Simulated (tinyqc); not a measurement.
Worked calculation: strain-driven roughening and islands of a mismatched epitaxial film. Computed by tinyqc, a small Python program that keeps every step. Command: `OMP_NUM_THREADS=1 python tinyqc.py 3017075 3017076 out.jsonl island walk`. One thread of a shared host (Intel(R) Xeon(R) Processor @ 2.30GHz), about 0.01 s of CPU time with the checks. Intermediate numbers are printed to about 7 digits and carried at full precision; extremes and crossings named in words are read from the listed rows.

Film and substrate share isotropic elastic constants; the film is coherent and biaxially strained.

Inputs (values chosen for the exercise, modelled on InAs on InP):
```
quantity                                      value       unit
misfit |f|                                   0.0331          -
shear modulus G                                28.7        GPa
Poisson ratio nu                               0.32          -
surface energy gamma                          0.695      J/m^2
contact angle of the shallow shape theta_1     9.68    degrees
contact angle of the steep shape theta_2       28.7    degrees
facet energy of shape 1 over gamma           0.9955          -
facet energy of shape 2 over gamma            1.013          -
wetting energy gamma_s - gamma                 0.24      J/m^2
decay length of wetting delta                  0.34         nm
surface mobility D_s nu_s Omega^2/(k_B T)   4.3e-34  m^6/(J s)
initial ripple amplitude A0                    0.23         nm
ripple wavelength over the critical one        0.89          -
island volume V                              150000       nm^3
```

Transport: surface diffusion.

Constants: e = 1.602176634e-19 C.

## Elastic energy of the flat film

M = 2 G (1 + nu)/(1 - nu); stress = M f; energy density w = M f^2.

biaxial modulus M = 111.4235 GPa

stress = 3.688119 GPa

energy density w = 122.0767 MJ/m^3

## Asaro-Tiller-Grinfeld instability

A ripple A cos(k x) has the surface chemical potential per volume [gamma k^2 - 2 (1 + nu) w k] A cos(k x), so k_c = 2 (1 + nu) w/gamma. With surface diffusion the amplitude grows at the rate q = B k^2 [2 (1 + nu) w k - gamma k^2], fastest at k_m = (3/4) k_c. B is the surface mobility.

k_c = 0.4637159 1/nm

critical wavelength = 13.54964 nm

fastest wavelength = 18.06619 nm

growth time 1/q at k_m = 0.6861433 s

A ripple of A0 needs about 0.94 s to reach a twentieth of its wavelength.

## A ripple of given wavelength

A ripple A cos(k x) has the surface chemical potential per volume [gamma k^2 - 2 (1 + nu) w k] A cos(k x), so k_c = 2 (1 + nu) w/gamma. With surface diffusion the amplitude grows at the rate q = B k^2 [2 (1 + nu) w k - gamma k^2], fastest at k_m = (3/4) k_c. B is the surface mobility. Stress at the trough = stress x (1 + 2 k A).

k = 0.5210291 1/nm

rate q = -2.422669 1/s

q over the largest rate = -1.662298

stress concentration at A0 = 1.239673

The ripple is shorter than critical and decays.

## Wetting layer

The surface energy depends on thickness as gamma + (gamma_s - gamma) exp(-h/delta). Its curvature adds W2 = (gamma_s - gamma) exp(-h/delta)/delta^2 to the restoring terms; the flat film is stable while W2 > (1 + nu)^2 w^2/gamma, which gives h_c = delta ln[(gamma_s - gamma) gamma/(delta^2 (1 + nu)^2 w^2)], or 0 if negative.

wetting-layer thickness h_c = 1.365986 nm

Layer-by-layer growth up to h_c, then roughening: the Stranski-Krastanov mode.

## Island nucleation

Shallow faceted island (Tersoff form): E = 4 Gam V^(2/3) tan^(1/3)(theta) - 6 c V tan(theta), Gam = gamma [x/sin(theta) - 1/tan(theta)], x the facet energy over gamma, c = stress^2 (1 - nu)/(2 pi G). The barrier is the maximum of E, at V_c = [4 Gam/(9 c)]^3 / tan^2(theta) (1 GPa nm = 1 J/m^2).

c = 0.05129286 GPa

Gam of shape 1 = 0.04024945 J/m^2

critical volume, shape 1 = 1.457929 nm^3

barrier, shape 1 = 0.2388452 eV

Gam of shape 2 = 0.1966135 J/m^2

critical volume, shape 2 = 16.49600 nm^3

barrier, shape 2 = 8.673969 eV

The shallow shape has the lower barrier. Each barrier is a third of the surface term at V_c and scales as Gam^3/c^2, that is as f^(-4). Caution: a critical island of a few cubic nanometres holds a few hundred atoms at most, and edge energies, left out here, matter.

## Which shape at the volume V

The two energies cross at V_x^(1/3) = 4 [Gam_2 t2^(1/3) - Gam_1 t1^(1/3)]/(6 c (t2 - t1)), t = tan(theta); mu = dE/dV.

E of shape 1 = -47574.23 eV

E of shape 2 = -146410.2 eV

crossing volume V_x = 108.9922 nm^3

jump of mu at V_x, shape 2 less shape 1 = -38.66560 MJ/m^3

At V the steep shape is lower. At V_x the chemical potential drops, so islands that have turned steep grow at the cost of the shallow ones. Caution: the shallow-slope form overstates the relaxation of facets steeper than about 25 degrees.

## Scaling with the misfit

A ripple A cos(k x) has the surface chemical potential per volume [gamma k^2 - 2 (1 + nu) w k] A cos(k x), so k_c = 2 (1 + nu) w/gamma. With surface diffusion the amplitude grows at the rate q = B k^2 [2 (1 + nu) w k - gamma k^2], fastest at k_m = (3/4) k_c. V_c = [4 Gam/(9 c)]^3/tan^2(theta), barrier = (4/3) Gam V_c^(2/3) tan^(1/3)(theta); the growth time is 1/q at k_m.

Misfit scaled at fixed constants:
```
|f| (%)  fastest wavelength (nm)  growth time (s)  V_c of shape 1 (nm^3)  barrier of shape 1 (eV)
0.8275                  289.0590     4.496709e+04           5.971675e+03             6.114438e+01
1.1585                  147.4791     3.046986e+03           7.931000e+02             1.591638e+01
1.6550                   72.2648     1.756527e+02           9.330743e+01             3.821524e+00
2.3170                   36.8698     1.190229e+01           1.239219e+01             9.947740e-01
3.3100                   18.0662     6.861433e-01           1.457929e+00             2.388452e-01
4.6340                    9.2174     4.649332e-02           1.936279e-01             6.217338e-02
```

Halving the misfit stretches the wavelength 4 times, the barrier 16 times, the volume 64 times and the time 256 times: f^(-2), f^(-4), f^(-6), f^(-8). Over these rows the time spans 6.0 decades: strongly mismatched films tend to roughen first, while dilute alloys have time to stay flat. Rows with wavelengths under 10 nm or volumes under 5 nm^3 are beyond the continuum picture.

Checks made by the program: k_m against a numerical maximum of the rate (relative difference 5e-10).
